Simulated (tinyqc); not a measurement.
# p-n diode with diffusion and depletion-layer recombination, step by step

Program tinyqc, `OMP_NUM_THREADS=1 python tinyqc.py 2260115 2260116 out.jsonl`; Intel Xeon 2.30GHz, shared host, one thread, about 0.01 s. Printed values are rounded.

Abrupt junction in the depletion approximation, low injection, full ionisation, neutral widths fixed, ohmic contact on the p side. Vj is the junction voltage; where a series resistance Rs is given, V = Vj + J Rs is the terminal voltage.

Parameters, values chosen for the exercise; band and dielectric values close to those of gallium nitride:
```
symbol,value,unit,meaning
T,300,K,temperature
Eg,3.35,eV,band gap
eps_r,9.55,,relative permittivity
Nc,2.31e18,cm^-3,conduction-band density of states at T
Nv,4.52e19,cm^-3,valence-band density of states at T
Na,2.2e18,cm^-3,acceptor density
Nd,2.1e17,cm^-3,donor density
mun,160,cm^2/(V s),electron mobility in the p side
mup,16,cm^2/(V s),hole mobility in the n side
tn,3e-9,s,electron lifetime
tp,2e-7,s,hole lifetime
wp,0.73,um,neutral width of the p side
wn,32,um,neutral width of the n side
Sp,1e7,cm/s,recombination velocity at the n contact
Rs,0.00088,ohm cm^2,series resistance
Et,0,eV,trap level above the intrinsic level
Vj,2.57,V,junction voltage at which recombination is evaluated
V,3.08,V,terminal voltage
```

Constants: q = 1.602176634e-19 C, kB = 1.380649e-23 J/K, Vt = kB T/q, eps0 = 8.8541878128e-14 F/cm where lengths are in cm. Results are converted to the units shown.

## Diffusion lengths and saturation currents

ni = sqrt(Nc Nv) exp(-Eg/(2 Vt)), Eg in volts; D = mu Vt; Ln = sqrt(Dn tn), Lp = sqrt(Dp tp); J0n = q ni^2 Dn coth(wp/Ln)/(Ln Na); J0p = (q ni^2 Dp/(Lp Nd)) (s + tanh(wn/Lp))/(1 + s tanh(wn/Lp)), s = Sp Lp/Dp.

ni = 7.42358e-10 cm^-3
Ln = 1.11396 um
Lp = 2.87622 um
J0n = 2.59066e-51 A/cm^2
J0p = 6.04659e-52 A/cm^2

wp/Ln = 0.66 and wn/Lp = 11; electrons carry 81.1 % of the diffusion current.

## Recombination in the depleted layer

ni = sqrt(Nc Nv) exp(-Eg/(2 Vt)), Eg in volts. Vbi = Vt ln(Na Nd/ni^2), W = sqrt(2 eps0 eps_r (Vbi - Vj)(1/Na + 1/Nd)/q), xp = W Nd/(Na + Nd), xn = W Na/(Na + Nd); u(x) = q Na (x + xp)^2/(2 eps0 eps_r) for x < 0 and Vbi - Vj - q Nd (xn - x)^2/(2 eps0 eps_r) for x > 0; p = Na exp(-u/Vt), n = Nd exp((u - Vbi + Vj)/Vt); U = ni^2 (exp(Vj/Vt) - 1)/(tp (n + ni exp(Et/Vt)) + tn (p + ni exp(-Et/Vt))); J_scr = q times the integral of U from -xp to xn. Trapezoid rule on 16 equal steps.

W = 59.3566 nm

| point | x (nm) | u (V) | n (cm^-3) | p (cm^-3) | U (cm^-3 s^-1) |
|---|---|---|---|---|---|
| 0 | -5.1721 | 0.000000 | 3.74028e6 | 2.2e18 | 1.24676e15 |
| 1 | -1.4624 | 0.028685 | 1.13445e7 | 7.25342e17 | 3.78149e15 |
| 2 | 2.2474 | 0.103206 | 2.02623e8 | 4.06104e16 | 6.75411e16 |
| 3 | 5.9572 | 0.177134 | 3.53692e9 | 2.32650e15 | 1.17885e18 |
| 4 | 9.6670 | 0.245586 | 4.99534e10 | 1.64726e14 | 1.63212e19 |
| 5 | 13.3768 | 0.308562 | 5.70834e11 | 1.44151e13 | 5.22744e19 |
| 6 | 17.0866 | 0.366061 | 5.27788e12 | 1.55908e12 | 7.76100e18 |
| 7 | 20.7963 | 0.418084 | 3.94833e13 | 2.08408e11 | 1.04196e18 |
| 8 | 24.5061 | 0.464632 | 2.38986e14 | 3.44314e10 | 1.72156e17 |
| 9 | 28.2159 | 0.505703 | 1.17041e15 | 7.03057e9 | 3.51528e16 |
| 10 | 31.9257 | 0.541298 | 4.63773e15 | 1.77428e9 | 8.87139e15 |
| 11 | 35.6355 | 0.571417 | 1.48689e16 | 5.53411e8 | 2.76706e15 |
| 12 | 39.3453 | 0.596059 | 3.85707e16 | 2.13339e8 | 1.06669e15 |
| 13 | 43.0551 | 0.615226 | 8.09545e16 | 1.01645e8 | 5.08225e14 |
| 14 | 46.7648 | 0.628916 | 1.37477e17 | 5.98547e7 | 2.99273e14 |
| 15 | 50.4746 | 0.637130 | 1.88896e17 | 4.35618e7 | 2.17809e14 |
| 16 | 54.1844 | 0.639868 | 2.1e17 | 3.91839e7 | 1.95920e14 |

J_scr = 4.68785e-6 A/cm^2

With 2000 steps J_scr = 4.632e-6 A/cm^2; the coarse value is 1.2 % above it. U is largest at x = 13.4 nm among these points; the peak lies where tp n = tn p. On the fine grid U peaks at 5.855e19 cm^-3 s^-1, and J_scr/(q U_max) is 8.32 % of W, the effective width of the recombining zone.

## Starting value

Vj = V/2.

Vj at the start = 1.54 V

## Iteration 1: new Vj

J0 = J0n + J0p = 3.19532e-51 A/cm^2

Diffusion current alone: J = J0 (exp(Vj/Vt) - 1), g = Vj + J Rs - V, g' = 1 + Rs J0 exp(Vj/Vt)/Vt, Vj(new) = Vj - g/g'.

J = 2.37343e-25 A/cm^2
g = -1.54 V
g' = 1
Vj after iteration 1 = 3.08 V

## Iteration 2: new Vj

As before.

J = 17.6294 A/cm^2
g = 0.0155139 V
g' = 1.60010
Vj after iteration 2 = 3.07030 V

## Iteration 3: new Vj

As before.

J = 12.1160 A/cm^2
g = 9.66542e-4 V
g' = 1.41243
Vj after iteration 3 = 3.06962 V

## Course of the iteration

Stop when the step is below 1e-10 V, or after 80 iterations.

Course of the iteration:

| iteration | Vj before the step (V) | step (V) |
|---|---|---|
| 1 | 1.54 | 1.54 |
| 2 | 3.08 | -9.70e-3 |
| 3 | 3.07030 | -6.84e-4 |
| 4 | 3.06962 | -2.64e-6 |
| 5 | 3.06962 | -3.87e-11 |

Converged in 5 iterations.
